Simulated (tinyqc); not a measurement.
Doping and flat-band voltage from the body effect.

Problem. VT = Vfb + 2 phiF + gamma sqrt(2 phiF + Vsb), phiF = Vt ln(Na/ni), gamma = sqrt(2 q eps0 eps_r Na)/Cox, Cox = eps0 eox/tox. Find Na, gamma and Vfb from two thresholds.

Values chosen for this exercise; material values close to those of silicon:
```
symbol,value,unit,meaning
T,300,K,temperature
eps_r,11.8,,relative permittivity of the semiconductor
eox,25.8,,relative permittivity of the gate insulator
tox,22,nm,insulator thickness
```

Constants: q = 1.602176634e-19 C, kB = 1.380649e-23 J/K, Vt = kB T/q, eps0 = 8.8541878128e-14 F/cm where lengths are in cm. Results are converted to the units shown.

VT at Vsb = 0 and 0.7 V (V): 0.53503671  0.71582050
ni = 1.0637488e10 cm^-3

Answer. The difference of the thresholds, gamma [sqrt(2 phiF + Vsb) - sqrt(2 phiF)], holds no Vfb and rises with Na, so it has one root; Vfb then follows from the first threshold.

Na = 1.10e18 cm^-3
gamma = 0.584 V^0.5
Vfb = -0.990 V

Numbers from tinyqc (`OMP_NUM_THREADS=1 python tinyqc.py 2360045 2360046 out.jsonl`; about 0.04 s on one thread of a shared Intel Xeon 2.30GHz).
